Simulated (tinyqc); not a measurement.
Shallow donor in an anisotropic valley (effective-mass theory), step by step. Values are carried at full precision from step to step, so a last printed digit may differ when a step is redone from the rounded ones.

Constants: Ry = 13.60569312 eV; a0 (Bohr radius) = 0.5291772105 angstrom; hbar^2/2m0 = 3.80998211 eV angstrom^2; e^2/(4 pi eps0) = 14.39964547 eV angstrom.

Parameters, chosen for this exercise (near those of 3C SiC; not measured data):
- ml = 0.692 m0 (longitudinal mass)
- mt = 0.245 m0 (transverse mass)
- eps = 9.5 (dielectric constant)
- a = 19.8 angstrom (trial radius across the axis)
- b = 10.9 angstrom (trial radius along the axis)

## Hydrogen-like estimates

Ry* = Ry m/eps^2 and a* = a0 eps/m for four choices of one mass: mt, the conductivity mass 3/(1/ml + 2/mt), the density-of-states mass (ml mt^2)^(1/3), and ml.

Estimates:
```
mass               m (m0)  Ry* (meV)  a* (angstrom)
mt                 0.2450      36.94          20.52
conductivity       0.3122      47.07          16.10
density of states  0.3463      52.21          14.52
ml                 0.6920     104.32           7.26
```

## Energy of one trial function

One valley: H = -c [(d2/dx2 + d2/dy2)/mt + (d2/dz2)/ml] - q/(eps r), c = hbar^2/2m0, q = e^2/(4 pi eps0). Trial function exp(-sqrt((x^2 + y^2)/a^2 + z^2/b^2)) with a > b: T = (c/3)(2/(mt a^2) + 1/(ml b^2)), V = -(q/eps) atan(u/b)/u, u = sqrt(a^2 - b^2). The central cell of the impurity is left out.

Evaluate T, V and E. Scaling both radii by f changes T to T/f^2 and V to V/f, so the best factor is f = -2T/V, with energy -V^2/(4T).

T = 41.891 meV
V = -90.583 meV
E = -48.691 meV
best scale factor = 0.9249
energy after scaling = -48.967 meV

The virial ratio -V/T is 2.162; it is 2 at the best scale. Scaling gains 0.276 meV.

## Scan over the shape

For each ratio b/a = 0.2, 0.3, ..., 0.9 the best scale follows from a = -2 T1/V1, with T1 and V1 taken at a = 1 angstrom.

Scan:
```
b/a  a (angstrom)  b (angstrom)  E (meV)
0.2         53.10         10.62  -19.948
0.3         30.58          9.17  -32.894
0.4         22.78          9.11  -42.081
0.5         19.32          9.66  -47.426
0.6         17.60         10.56  -49.900
0.7         16.72         11.70  -50.488
0.8         16.28         13.03  -49.920
0.9         16.11         14.50  -48.679
```

The best listed ratio is 0.7; (mt/ml)^(1/2) = 0.60 and (mt/ml)^(1/3) = 0.71 are common guesses.

## The minimum

Minimise over a and b. The Mott estimate n_c = (0.25/a_m)^3 uses a_m = (a^2 b)^(1/3); 1/angstrom^3 = 1e24/cm^3.

a = 16.77 angstrom
b = 11.61 angstrom
E = -50.491 meV
a_m = 14.83 angstrom
n_c = 4.79 x 1e18/cm^3

b/a = 0.692. The binding energy is 1.367 times Ry*(mt). The central cell of a real donor shrinks the orbit and raises n_c.

## Checks

- Energy from 21 anisotropic Gaussians against the two-parameter function, meV: -50.51 against -50.49.

(tinyqc, `OMP_NUM_THREADS=1 python tinyqc.py 1280256 1280257 out.jsonl`, Intel(R) Xeon(R) Processor @ 2.30GHz, 1 thread, shared host, about 0.01 s.)
